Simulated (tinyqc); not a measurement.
# From W back to acceptor density N_A

Model: trap-assisted generation and recombination current of an abrupt junction. Computed by tinyqc, a small Python program. Command: `OMP_NUM_THREADS=1 python tinyqc.py 3001528 3001529 out.jsonl junctionleak inv`. One thread of a shared host (Intel(R) Xeon(R) Processor @ 2.30GHz), about 0.02 s of CPU time with the checks.

Depletion approximation, flat quasi-Fermi levels across the depleted layer, long neutral regions with minority lifetimes tau_n and tau_p, full ionisation and Boltzmann statistics. Voltages in exponents stand for e V.

Inputs (values chosen for the exercise, for a model semiconductor):

| quantity | value | unit |
|---|---|---|
| gap E_g | 1.4 | eV |
| electron mass m_e | 0.0726 | m_0 |
| valleys M_c | 1 | - |
| hole mass m_h | 0.511 | m_0 |
| dielectric constant eps | 12.5 | - |
| donor density N_D | 8.7e+17 | cm^-3 |
| capture time tau_n | 7.1e-06 | s |
| capture time tau_p | 2.5e-06 | s |
| electron diffusion coefficient D_n | 15 | cm^2/s |
| hole diffusion coefficient D_p | 4.1 | cm^2/s |
| reverse bias V_r | 0.59 | V |
| temperature T | 450 | K |

Field enhancement: Hurkx tunnelling factor.

Constants: k_B = 8.617333262e-05 eV/K; m_0 = 9.1093837015e-31 kg; k_B = 1.380649e-23 J/K; h = 6.62607015e-34 J s; e = 1.602176634e-19 C; eps_0 = 8.8541878128e-12 F/m.

Method:
- N_c = 2 M_c (2 pi m_e k_B T/h^2)^(3/2) and N_v = 2 (2 pi m_h k_B T/h^2)^(3/2), masses in units of m_0.
- n_i = sqrt(N_c N_v) exp(-E_g/2 k_B T); V_bi = (k_B T/e) ln(N_A N_D/n_i^2); diffusion saturation current J_d0 = e n_i^2 [sqrt(D_n/tau_n)/N_A + sqrt(D_p/tau_p)/N_D].
- W = sqrt(2 eps eps_0 (V_bi - V)(1/N_A + 1/N_D)/e), x_p = W N_D/(N_A + N_D), x_n = W - x_p, peak field F_m = 2 (V_bi - V)/W; reverse bias means V = -V_r.

Problem. A run gave the result below. Find the acceptor density N_A, known to lie between 1.3e+15 and 3.1e+15 cm^-3.

W = 946.9005 nm

Solution.

Each step takes the trial c = (a f_b - b f_a)/(f_b - f_a), f being the result less the target and a, b, c the logarithms of the listed values; c replaces end b, the old b replaces a if the sign of f changed, and otherwise f_a is halved.

Scan of the range:

| acceptor density N_A (cm^-3) | W (nm) |
|---|---|
| 1.30e+15 | 1313.68 |
| 1.50e+15 | 1225.20 |
| 1.74e+15 | 1139.74 |
| 2.01e+15 | 1062.41 |
| 2.32e+15 | 990.74 |
| 2.68e+15 | 923.55 |
| 3.10e+15 | 860.39 |

False position (Illinois rule, in the logarithm of the input) inside the bracket:

| step | end a | end b | trial | W (nm) |
|---|---|---|---|---|
| 1 | 2.32000e+15 | 2.68000e+15 | 2.54896e+15 | 946.365 |
| 2 | 2.32000e+15 | 2.54896e+15 | 2.54325e+15 | 947.400 |
| 3 | 2.54896e+15 | 2.54325e+15 | 2.54600e+15 | 946.900 |
| 4 | 2.54325e+15 | 2.54600e+15 | 2.54600e+15 | 946.900 |

W falls at every point of a 13-point scan of the range (every second point is shown), so one value fits; it is bracketed by 2.32e15 and 2.68e15. Answer: acceptor density N_A = 2.546e15 cm^-3.

Caution: one side is doped near or above its effective density of states, so Boltzmann statistics understate V_bi.
